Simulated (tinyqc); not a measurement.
## Pinning of the barrier by interface states

Cowley-Sze model with the space charge neglected: phiB = S (phiM - chi) + (1 - S)(Eg - phi0), S = 1/(1 + q Dit dl/(eps0 ei)), dl in cm.

Inputs (values chosen for the exercise); band and dielectric values close to those of indium phosphide:
```
symbol  value  unit                                         meaning
Eg       1.35    eV                                        band gap
chi      4.33    eV                               electron affinity
dl        0.4    nm              thickness of the interfacial layer
ei          1        relative permittivity of the interfacial layer
phi0     0.39    eV            neutral level above the valence band
phiM     4.85    eV                             metal work function
```

Constants: q = 1.602176634e-19 C, eps0 = 8.8541878128e-14 F/cm where lengths are in cm. Results are converted to the units shown.

Result of one run:

| S | phiB (eV) | change of phiB for 0.5 eV more work function (eV) |
|---|---|---|
| 0.04403 | 0.9406 | 0.02201 |

Which density of interface states Dit gave this result: 1e11, 3e11, 3e12, 1e14 or 3e14 cm^-2 eV^-1?

Dit = 3e14 cm^-2 eV^-1.

The whole series:

| Dit (cm^-2 eV^-1) | S | phiB (eV) | change of phiB for 0.5 eV more work function (eV) |
|---|---|---|---|
| 1e11 | 0.9928 | 0.5232 | 0.4964 |
| 3e11 | 0.9787 | 0.5294 | 0.4894 |
| 1e12 | 0.9325 | 0.5497 | 0.4663 |
| 3e12 | 0.8216 | 0.5985 | 0.4108 |
| 1e13 | 0.5801 | 0.7048 | 0.2901 |
| 3e13 | 0.3153 | 0.8213 | 0.1577 |
| 1e14 | 0.1214 | 0.9066 | 0.06069 |
| 3e14 | 0.04403 | 0.9406 | 0.02201 |
| 1e15 | 0.01363 | 0.9540 | 0.006814 |

S falls from 0.993 to 0.0136, passing 1/2 at Dit = eps0 ei/(q dl) = 1.38e13 cm^-2 eV^-1. The barrier rises from 0.523 to 0.954 eV, from near the Schottky-Mott value phiM - chi = 0.520 eV towards the pinned value Eg - phi0 = 0.960 eV.

tinyqc, about 0.1 s, one thread, Intel Xeon 2.30GHz (shared host): `OMP_NUM_THREADS=1 python tinyqc.py 2020142 2020143 out.jsonl`
